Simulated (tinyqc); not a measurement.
# Threshold-voltage variability of a planar MOSFET, analytic estimates: effects of single changes

Three independent sources add in quadrature: random dopants in the depleted layer, metal-gate grains of two orientations, and roughness of the two gate edges acting through the roll-off VT = VT(long) - Vr exp(-L/l). These are first-order estimates: no three-dimensional electrostatics, no percolation.

Values chosen for this exercise; material values close to those of silicon:
```
symbol    value   unit                                                 meaning
T           350      K                                             temperature
Eg         1.11     eV                                                band gap
eps_r      11.6                     relative permittivity of the semiconductor
Nc      3.59e19  cm^-3                  conduction-band density of states at T
Nv       3.4e19  cm^-3                     valence-band density of states at T
Na       4.7e18  cm^-3                                          channel doping
ti          2.5     nm                 oxide-equivalent thickness in inversion
L            45     nm                                             gate length
W           120     nm                                              gate width
G            10     nm                                        metal grain size
dW         0.15     eV  work-function difference of the two grain orientations
p           0.3               share of the orientation of higher work function
De          0.7     nm                          rms roughness of one gate edge
La           10     nm                     correlation length of the roughness
l            10     nm                  decay length of the threshold roll-off
Vr            2      V                               prefactor of the roll-off
```

Constants: q = 1.602176634e-19 C, kB = 1.380649e-23 J/K, Vt = kB T/q, eps0 = 8.8541878128e-14 F/cm where lengths are in cm. Results are converted to the units shown.

Each table varies one quantity; the others keep the values above.

## Effect of the correlation length of the roughness

ni = sqrt(Nc Nv) exp(-Eg/(2 Vt)), Eg in volts; Cox = 3.9 eps0/ti; Wd = sqrt(4 eps0 eps_r Vt ln(Na/ni)/(q Na)); dopants: s1 = (q/Cox) sqrt(Na Wd/(3 L W)). Grains: Ng = L W/G^2 (at least 1), s2 = dW sqrt(p (1 - p)/Ng). Edges, with exponential correlation and u = W/La: the mean gate length has sL^2 = 2 De^2 (2/u)[1 - (1 - exp(-u))/u]; s3 = sL (Vr/l) exp(-L/l). s = sqrt(s1^2 + s2^2 + s3^2). l and Vr are held fixed.

The same in every row: s1 (mV) = 25.321; s2 (mV) = 9.3541.

Effect of the correlation length of the roughness:
```
La (nm),s3 (mV),s (mV),s sqrt(L W) (mV um)
2,0.39821,26.997,1.9838
5,0.62156,27.001,1.9842
10,0.85970,27.007,1.9846
20,1.1595,27.019,1.9855
40,1.4845,27.035,1.9866
80,1.7634,27.051,1.9879
160,1.9557,27.065,1.9888
```

As La goes from 2 to 160 nm, s stays near 27.0 mV. The dopants are the largest source in the first and the last row. The edge term s3 rises from 0.398 to 1.96 mV: a longer correlation averages out less along the width.

## Effect of the oxide-equivalent thickness in inversion

Same model as above.

l and Vr are held fixed.

The same in every row: s2 (mV) = 9.354; s3 (mV) = 0.8597.

Effect of the oxide-equivalent thickness in inversion:
```
ti (nm),s1 (mV),s (mV),s sqrt(L W) (mV um)
0.8,8.103,12.41,0.9116
1.2,12.15,15.36,1.129
1.6,16.21,18.73,1.376
2,20.26,22.33,1.641
2.4,24.31,26.06,1.915
2.8,28.36,29.87,2.195
3.2,32.41,33.74,2.480
```

What does the comparison show?

As ti goes from 0.8 to 3.2 nm, s rises from 12.4 to 33.7 mV. The largest source is the grains in the first row and the dopants in the last. s1 goes on average as ti^(1.00).

## Scaling length and width together

Same model as above.

l and Vr are held fixed. W = 2.666666667 L in every row; l is held fixed.

Scaling length and width together:
```
L (nm),s1 (mV),s2 (mV),s3 (mV),s (mV),s sqrt(L W) (mV um)
29,39.29,14.52,5.170,42.20,1.999
36,31.65,11.69,2.337,33.82,1.988
44,25.90,9.567,0.9599,27.62,1.985
54,21.10,7.795,0.3215,22.50,1.984
66,17.26,6.378,0.08818,18.41,1.984
81,14.07,5.197,0.01786,15.00,1.984
99,11.51,4.252,0.002682,12.27,1.984
```

What does the table show?

As L goes from 29 to 99 nm, s falls from 42.2 to 12.3 mV. The dopants are the largest source in the first and the last row. The product s sqrt(L W) falls from 2.00 to 1.98 mV um: s1 and s2 go as 1/sqrt(L W), so the change comes from s3 alone.

Numbers from tinyqc (`OMP_NUM_THREADS=1 python tinyqc.py 2090143 2090144 out.jsonl`; about 0.01 s on one thread of a shared Intel Xeon 2.30GHz).
